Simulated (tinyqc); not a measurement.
# MOSFET in the linear regime without short-channel effects, parameter extraction from computed curves: extraction methods against the body factor

Inversion charge Q = Cox n Vt W0(exp((Vg - VT)/(n Vt))), W0 the Lambert function and n = nf; u = Q/Cox; mobility mu = mu0/(1 + th1 u + th2 u^2); channel resistance Rch = (L - dL)/(W mu Q); Id = Vd/(Rch + Rsd/W). Cox = eps0 eox/tox. Small Vd, no channel-length or drain effects.

From the continuous curve Id(Vg): tangent at peak gm (V_ext = Vg - Id/gm); constant current Id = 0.1 uA W/L; peak of d2Id/dVg2; Y = Id/sqrt(gm) drawn through Vg = VT + 0.6 and VT + 0.8 V, with intercept VT_Y and slope s. Mobilities gm,max L/(W Cox Vd) and s^2 L/(W Cox Vd) with the drawn L. Last column: share of Rsd/W in the total resistance at VT + 0.8 V.

Parameters, values chosen for the exercise; channel values of the order met in silicon transistors:
- T = 400 K (temperature)
- eox = 3.9 (relative permittivity of the gate insulator (close to silicon dioxide))
- tox = 1 nm (insulator thickness)
- mu0 = 150 cm^2/(V s) (low-field mobility)
- th1 = 0.75 1/V (first mobility attenuation factor)
- th2 = 0 1/V^2 (second mobility attenuation factor)
- VT = 0.26 V (threshold voltage)
- W = 10 um (gate width)
- L = 0.69 um (drawn gate length)
- dL = 0.014 um (drawn less effective length)
- Rsd = 150 ohm um (source plus drain resistance)
- Vd = 0.05 V (drain voltage)

Constants: q = 1.602176634e-19 C, kB = 1.380649e-23 J/K, Vt = kB T/q, eps0 = 8.8541878128e-14 F/cm where lengths are in cm. Results are converted to the units shown.

Result of one run:
```
nf	V_ext (V)	constant current (V)	second derivative (V)	VT_Y (V)	mobility from gm (cm^2/(V s))	mobility from Y (cm^2/(V s))	series share (%)
1.4	0.241	0.141	0.239	0.306	90.8	131	4.89
```

What becomes of these results when the body factor nf is changed from 1.4 to 1.6, all else the same?

Result of the changed run:
```
nf	V_ext (V)	constant current (V)	second derivative (V)	VT_Y (V)	mobility from gm (cm^2/(V s))	mobility from Y (cm^2/(V s))	series share (%)
1.6	0.234	0.116	0.235	0.304	87.9	127	4.84
```

The whole series:
```
nf	V_ext (V)	constant current (V)	second derivative (V)	VT_Y (V)	mobility from gm (cm^2/(V s))	mobility from Y (cm^2/(V s))	series share (%)
1	0.253	0.188	0.247	0.306	97.8	137	5.00
1.1	0.250	0.177	0.245	0.306	95.9	135	4.97
1.2	0.247	0.165	0.243	0.306	94.1	134	4.94
1.3	0.244	0.153	0.241	0.306	92.4	132	4.91
1.4	0.241	0.141	0.239	0.306	90.8	131	4.89
1.5	0.237	0.129	0.237	0.305	89.3	129	4.86
1.6	0.234	0.116	0.235	0.304	87.9	127	4.84
1.7	0.230	0.103	0.233	0.302	86.5	126	4.82
```

The model has VT = 0.26 V and mu0 = 150 cm^2/(V s). Over the table the extracted thresholds move by 23 mV (tangent), 84 mV (constant current), 15 mV (second derivative), 3.9 mV (Y function). The mobility from gm falls from 97.8 to 86.5 and that from Y falls from 137 to 126 cm^2/(V s).

Computed by the program tinyqc: `OMP_NUM_THREADS=1 python tinyqc.py 2210141 2210142 out.jsonl`, one thread of a shared Intel Xeon 2.30GHz, about 0.01 s for the whole run.
